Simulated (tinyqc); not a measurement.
The same layer on three faces: band edges of strained Si(1-x)Ge(x) on relaxed Si(1-y)Ge(y).

Values are linear in the Ge fraction but for ED(x) = linear - CD x (1 - x) and a(x) = linear - Ca x (1 - x). Energies are on the common scale of Ev.

Coherent growth: e_par = (a(y) - a(x))/a(x). (001): e_perp = -2 (C12/C11) e_par; exx = eyy = e_par, ezz = e_perp, no shear. (111): e_perp = -(2 C11 + 4 C12 - 4 C44)/(C11 + 2 C12 + 4 C44) e_par; exx = eyy = ezz = (2 e_par + e_perp)/3 and exy = eyz = ezx = (e_perp - e_par)/3. (110): e_perp = -(C11 + 3 C12 - 2 C44)/(C11 + C12 + 2 C44) e_par; exx = eyy = (e_par + e_perp)/2, ezz = e_par, exy = (e_perp - e_par)/2, eyz = ezx = 0.

A valley with unit axis u lies at Ev + gap + (av + a_valley) tr(e) + Xu (u.e.u - tr(e)/3); the Delta axes are x, y, z and the L axes [111], [1-1-1], [-11-1], [-1-11]. The second-order shift of the Delta valleys under shear is left out; it lowers the pair normal to the sheared plane by tens of meV at a shear of 1 %.

Valence edges: Ev plus the levels of the 6 x 6 matrix of X, Y, Z times spin with -Dso/3 + l exx + m (eyy + ezz) on the diagonal (cyclic), n exy off it, l = av + 2 b, m = av - b, n = sqrt(3) d. Spin-orbit term (Dso/3) L.sigma on X, Y, Z with (L_k)_ij = -i epsilon_kij: <X+|H|Y+> = -i Dso/3, <X+|H|Z-> = Dso/3, <Y+|H|Z-> = -i Dso/3, <Z+|H|X-> = -Dso/3, <Z+|H|Y-> = i Dso/3, <X-|H|Y-> = i Dso/3, and their conjugates; + and - are the spin along z.

Inputs chosen for the exercise (end members near Si and Ge, in this order; shifted at random, so the results belong to these values and not to a real crystal): a = (5.436, 5.655) angstrom (lattice constant); Dso = (0.043, 0.293) eV (spin-orbit splitting); av = (2.46, 1.25) eV (valence hydrostatic potential); b = (-2.07, -2.52) eV (tetragonal shear potential); d = (-4.76, -5.25) eV (trigonal shear potential); C11 = (166.4, 127.4) GPa; C12 = (63.6, 48.8) GPa; C44 = (79.9, 67.1) GPa; Ev = (0, 0.71) eV (top of the unstrained valence band); ED = (1.154, 0.93) eV (gap to the Delta valleys); EL = (2.042, 0.733) eV (gap to the L valleys); aD = (1.56, 1.34) eV (hydrostatic potential of the Delta gap); aL = (-2.97, -2.54) eV (hydrostatic potential of the L gap); XuD = (9.15, 9.48) eV (uniaxial potential, Delta); XuL = (15.89, 15.24) eV (uniaxial potential, L); CD = 0.192 eV (bowing of the Delta gap); Ca = 0 angstrom (bowing of the lattice constant); x = 0.6 (Ge fraction of the layer); y = 0.19 (Ge fraction of the relaxed buffer).

dEc = Ec(buffer) - Ec(layer), dEv = Ev(layer) - Ev(buffer); buffer edges Ev(y) and Ev(y) + min(ED, EL). The digit behind Delta or L counts whole valleys.

Cases:

| face |
|---|
| (001) |
| (111) |
| (110) |

Rank the cases by gap (eV), lowest first.

Answer: (001), (110), (111).

Results:

| face | e_par (%) | lowest valleys | gap (eV) | next valleys above (meV) | valence splitting (meV) | dEc (eV) | dEv (eV) | Delta spread (meV) | L spread (meV) |
|---|---|---|---|---|---|---|---|---|---|
| (001) | -1.61 | Delta4 | 0.790 | 266 | 83 | -0.031 | 0.323 | 266 | 0 |
| (111) | -1.61 | Delta6 | 0.871 | 312 | 83 | -0.101 | 0.312 | 0 | 311 |
| (110) | -1.61 | Delta2 | 0.797 | 111 | 85 | -0.031 | 0.316 | 111 | 246 |

On (001) only the Delta valleys split (266 meV), on (111) only the L valleys (311 meV), on (110) both (111 and 246 meV). The lowest valleys are Delta4 on (001), Delta6 on (111) and Delta2 on (110); the smallest gap is 0.790 eV on (001) and the largest 0.871 eV on (111).

Computed by tinyqc, a small Python program: `OMP_NUM_THREADS=1 python tinyqc.py 1051062 1051063 out.jsonl` (the numbers bound the seed that draws the inputs); one thread of a shared host (Intel(R) Xeon(R) Processor @ 2.30GHz), about 0.02 s for the whole set of steps.
